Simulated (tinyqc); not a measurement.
Mobility and doping from two currents.

Problem. A trap-free film with injecting contacts is fitted, with diffusion neglected, by J = q mu N V/Lf + (9/8) eps0 eps_r mu V^2/Lf^3. Find mu, N and the voltage at which both terms are equal.

Values chosen for this exercise:
```
symbol  value  unit                meaning
eps_r    11.9        relative permittivity
Lf        320    nm         film thickness
```

Constants: q = 1.602176634e-19 C, eps0 = 8.8541878128e-14 F/cm where lengths are in cm. Results are converted to the units shown.

J at 2.4 and 10 V (A/cm^2): 1.6972578  12.295454

Solution. J/V is a straight line in V: the slope gives mu and the intercept mu N.

mu = 0.00190 cm^2/(V s)
N = 5.70e16 cm^-3
crossover voltage = 7.89 V

tinyqc, about 4 s, one thread, Intel Xeon 2.30GHz (shared host): `OMP_NUM_THREADS=1 python tinyqc.py 2730122 2730123 out.jsonl`
